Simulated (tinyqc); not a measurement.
Worked calculation: empirical pseudopotential in a few plane waves. Computed by tinyqc, a small Python program that keeps every step. Settings: plane-wave index or count = 15. Command: `OMP_NUM_THREADS=1 python tinyqc.py 24644 24645 out.jsonl` (the two numbers bound the seeds that draw the settings). One thread of a shared host (Intel(R) Xeon(R) Processor @ 2.60GHz), about 0.2 s of CPU time with the checks.

## Bloch Hamiltonian at k

Parameters chosen for this model: fcc lattice, atoms at +/- a/8 (1,1,1); form factors in rydberg at |G|^2 in units of (2 pi/a)^2:
```
parameter                 value      unit
a                      6.490000  angstrom
VS(3)                 -0.246000        Ry
VS(8)                  0.015000        Ry
VS(11)                 0.084000        Ry
VA(3)                         0        Ry
VA(4)                         0        Ry
VA(11)                        0        Ry
hbar^2/2m (2 pi/a)^2   3.571028        eV
```

k point k (2 pi / a): 0.430000  -0.490000  0.040000

Basis: the 15 shortest G (labels in 2 pi/a), the same at every k. H(G,G') = c |k + G|^2 delta + VS(|G-G'|^2) cos((G-G').tau) + i VA sin((G-G').tau), tau = a/8 (1,1,1); 1 Ry = 13.605693 eV.

H(k) at k (eV), lower triangle:
```
           +0+0+0     -1-1-1     -1-1+1     -1+1-1     -1+1+1     +1-1-1     +1-1+1     +1+1-1
+0+0+0   1.523401
-1-1-1   2.366687  12.379326
-1-1+1  -2.366687   0.000000  12.950690
-1+1-1  -2.366687   0.000000   0.204085   5.380111
-1+1+1  -2.366687  -0.204085   0.000000   0.000000   5.951475
+1-1-1  -2.366687   0.000000   0.204085   0.204085   0.000000  18.521494
+1-1+1  -2.366687  -0.204085   0.000000   0.000000   0.204085   0.000000  19.092859
+1+1-1  -2.366687  -0.204085   0.000000   0.000000   0.204085   0.000000   0.204085  11.522279
+1+1+1   2.366687   0.000000  -0.204085  -0.204085   0.000000  -0.204085   0.000000   0.000000
-2+0+0   0.000000  -2.366687  -2.366687  -2.366687   2.366687   0.808137  -0.808137  -0.808137
+0-2+0   0.000000  -2.366687  -2.366687   0.808137  -0.808137  -2.366687   2.366687  -0.808137
+0+0-2   0.000000  -2.366687   0.808137  -2.366687  -0.808137  -2.366687  -0.808137   2.366687
+0+0+2   0.000000  -0.808137   2.366687  -0.808137  -2.366687  -0.808137  -2.366687   0.808137
+0+2+0   0.000000  -0.808137  -0.808137   2.366687  -2.366687  -0.808137   0.808137  -2.366687
+2+0+0   0.000000  -0.808137  -0.808137  -0.808137   0.808137   2.366687  -2.366687  -2.366687

           +1+1+1     -2+0+0     +0-2+0     +0+0-2     +0+0+2    +0+2+0     +2+0+0
+1+1+1  12.093644
-2+0+0  -0.808137   9.665345
+0-2+0  -0.808137   0.204085  22.806728
+0+0-2  -0.808137   0.204085   0.204085  15.236148
+0+0+2  -2.366687  -0.204085  -0.204085   0.000000  16.378877
+0+2+0  -2.366687  -0.204085   0.000000  -0.204085   0.204085  8.808298
+2+0+0  -2.366687   0.000000  -0.204085  -0.204085   0.204085  0.204085  21.949681
```

## Levels at k

Diagonalise the Hermitian matrix.

eigenvalues (eV): -1.929172  2.031910  4.855596  5.383667  10.089130  11.180361  12.063740  12.152669  13.787934  16.504158  17.428312  18.311327  21.912972  24.065729  26.422024

## Bands along a path

The same steps at evenly spaced points between the labelled ones.

Bands along the path (eV), lowest eight:
```
k            band 1    band 2    band 3    band 4    band 5     band 6     band 7     band 8
L         -1.413966  1.240368  5.557401  5.557401  8.845608  11.752058  11.752058  15.038831
L-G 0.33  -2.193948  2.319548  5.491723  5.491723  8.839865  11.405377  11.405377  13.008621
L-G 0.67  -2.865719  4.183303  5.652769  5.652769  8.684103  10.837594  10.876165  10.876165
G         -3.105196  5.772290  5.772290  5.772290  7.493474  10.508999  10.508999  10.508999
G-X 0.33  -2.783178  3.983343  5.479539  5.479539  9.301321  10.015390  11.356378  11.356378
G-X 0.67  -1.829742  1.865088  5.106925  5.106925  9.566420  10.011296  13.388978  13.388978
X         -0.282706  0.116334  5.173573  5.173573  9.423362   9.874812  16.109809  16.109809
```

With 4 band(s) filled, the highest filled level on these points lies at G and the lowest empty one at G: a gap of 1.7212 eV, direct. This holds for the small fixed basis; with all plane waves up to |k + G|^2 = 21 (2 pi/a)^2 the gap along the path is 2.95 eV.

## Convergence with the number of plane waves

Levels at G counted from the fourth one.

Levels (eV):
```
plane waves     level 1   level 5   level 8
9            -13.614195         0  0.816342
15            -8.877487  1.721184  4.736709
27            -7.987275  2.611936  4.484936
51            -7.959690  2.986595  4.837396
59            -8.095133  2.997949  4.589483
65            -8.140689  2.997949  4.530969
89            -8.084266  2.975044  4.576703
```
